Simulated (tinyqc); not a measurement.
Worked calculation: temperature and isotope dependence of a band gap in oscillator models. Values are carried at full precision from step to step, so a last printed digit may differ when a step is redone from the rounded ones.

E(T) = E0 - sum_i sl_i th_i n_i(T), n = 1/(exp(th/T) - 1). The same coupling lowers the gap at 0 K by the zero-point term ZP = sum_i sl_i th_i/2, so the gap of the static lattice is E0 + ZP. Thermal expansion is taken as part of the slopes.

Inputs chosen for the exercise (near those of GaAs; shifted at random, so the results belong to these values and not to a real crystal):
- E0 = 1.519 eV (gap at 0 K)
- th = (80, 332) K (temperatures of two oscillators)
- sl = (0.0792, 0.4158) meV/K (their high-temperature slopes)
- T = 300 K (temperature)
- M = 72.17 u (mean atomic mass)
- dM = 3 u (change of the mean mass (not bounded by the natural isotopes))
- T12 = (190, 430) K (temperatures of the fits)

## The gap at T

Give the occupations, the two terms, the gap, ZP and the static gap.

n_i: 3.27220  0.49401

terms (meV): 20.733  68.196

E(T) = 1.4301 eV
ZP = 72.19 meV
static gap = 1.5912 eV

The thermal fall, 88.9 meV, is larger than the zero-point term, 72.2 meV; the soft oscillator supplies 23 % of the fall but 4 % of ZP. A calculation with clamped ions should be compared with the static gap.

## Slope and asymptote

dE/dT = -sum sl_i (th_i/T)^2 n_i (1 + n_i). At high T, n -> T/th - 1/2, so E -> E0 + ZP - (sum sl_i) T. Give the slope, its ratio to the limit, and the value at 0 K of the tangent drawn at T.

dE/dT = -0.4546 meV/K
ratio to the limiting slope = 0.9183
intercept of the tangent = 1.5664 eV
intercept - E0 = 47.44 meV

The tangent recovers 66 % of ZP: the extrapolation works only from T well above the higher oscillator (332 K).

## Isotope effect

With M -> M + dM the oscillator temperatures scale as M^(-1/2) and the slopes stay. Give th, ZP, E0 (static gap fixed) and E(T) for the new mass, and the linear rule dE0 = ZP dM/(2 M).

th (K): 78.39  325.31

ZP = 70.736 meV
shift of E0 = 1.455 meV
linear rule = 1.500 meV
shift of E(T) = 0.494 meV

The heavier crystal has the wider gap. At 300 K 34 % of the shift at 0 K is left; it fades at high T, where the motion is classical and the mean-square amplitude no longer depends on mass.

## Two common fits

Two-parameter forms are made to pass through the falls at the two temperatures T12: Varshni aV T^2/(T + bV), from the line T^2/fall = (T + bV)/aV; one oscillator s1 t1/(exp(t1/T) - 1), with t1 from the ratio of the falls.

Give the falls and the parameters.

falls (meV): 41.2284  149.5524

aV = 0.6653 meV/K
bV = 393 K
t1 = 274.5 K
s1 = 0.4867 meV/K
ZP of the one-oscillator fit = 66.8 meV

The limiting slope of the model is 0.4950 meV/K; Varshni puts it +34 % off and one oscillator -2 %. The ZP of the fit differs from the true one by -5.4 meV.

## Checks

- Slope by finite differences against the formula (meV/K): both 0.45457.
- Fall at 20 times the higher oscillator temperature against the asymptote (meV): 3215.2 against 3214.6.

Run: tinyqc, `OMP_NUM_THREADS=1 python tinyqc.py 1881161 1881162 out.jsonl`; Intel(R) Xeon(R) Processor @ 2.30GHz, one thread, shared host; about 0.01 s of CPU time with all checks.
